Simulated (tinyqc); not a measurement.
Crystal pulling from the melt: segregation, interface stability, heat balance and point-defect regime: one step, computed by the program tinyqc.

A dilute solute; steady pulling with a flat interface unless it is found unstable.

Question. Concentration at the frozen fraction g. Axial profile: C_s = k_eff C0 (1 - g)^(k_eff - 1); bulk melt C_L = C_s/k_eff. Usable fraction: the g at which C_s has changed by 30 % from its first value (0.99 at most).

Inputs (values chosen for the exercise, modelled on germanium in silicon): initial melt concentration C0 = 5.5e+16 1/cm^3; frozen fraction g = 0.6.

Loss from the melt surface: none.

k_eff = 0.4081294

Give: C_s; C_L; usable fraction.

Answer.

C_s = 3.861e+16 1/cm^3

C_L = 9.460e+16 1/cm^3

usable fraction = 0.3581

C_s rises along the crystal.
